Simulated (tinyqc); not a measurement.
Van der Pauw, Hall and four-point-probe measurements on a doped layer: one step of the calculation.

A uniform n-type layer with sheet resistance Rs = 1/(q ns mu), point contacts, low field (mu B small).

Problem. Sheet density, mobility and bulk values. Rs = 1/z; Hall sheet density B I/(q |VH|); Hall mobility |VH|/(Rs B I); true values ns = rH times the Hall density, mu = Hall mobility/rH; bulk density ns/t, resistivity Rs t; correction factor F = Rs/[(pi/ln 2)(RA + RB)/2].

Inputs (values chosen for the exercise): Hall factor rH = 0.8; magnetic field B = 1 T; current I = 10 uA; thickness of the layer t = 160 nm.

Constants: q = 1.602176634e-19 C. Results are converted to the units shown.

converged z = 1.4099154 mS
VH = -0.49932073 mV
RA = 7.8930694 ohm
RB = 761.04113 ohm

Find: Rs; Hall sheet density; Hall mobility; ns; mu; bulk density; resistivity; F.

Solution.

Rs = 709.26 ohm/square
Hall sheet density = 1.2500e13 cm^-2
Hall mobility = 704.00 cm^2/(V s)
ns = 1.0000e13 cm^-2
mu = 880.00 cm^2/(V s)
bulk density = 6.2500e17 cm^-3
resistivity = 0.011348 ohm cm
F = 0.40703

tinyqc, about 0.01 s, one thread, Intel Xeon 2.30GHz (shared host): `OMP_NUM_THREADS=1 python tinyqc.py 2850173 2850174 out.jsonl`
